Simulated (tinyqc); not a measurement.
## Thickness from two neighbouring fringes

Inverse problem. At normal incidence a transparent film with an index between those of air and substrate, taken as constant, has reflectance minima at 2 n1 d = (m + 1/2) lam (small phase shifts at the substrate neglected). Find d and the order m of the shorter wavelength.

Inputs (values chosen for the exercise): index of the transparent film n1 = 1.299.

wavelengths of two neighbouring reflectance minima (nm): [425, 475]

Solution. Neighbouring orders differ by one: 2 n1 d (1/lam1 - 1/lam2) = 1.

d = 1.55e3 nm
m = 9

Numbers from tinyqc (`OMP_NUM_THREADS=1 python tinyqc.py 2870153 2870154 out.jsonl`; about 0.01 s on one thread of a shared Intel Xeon 2.30GHz).
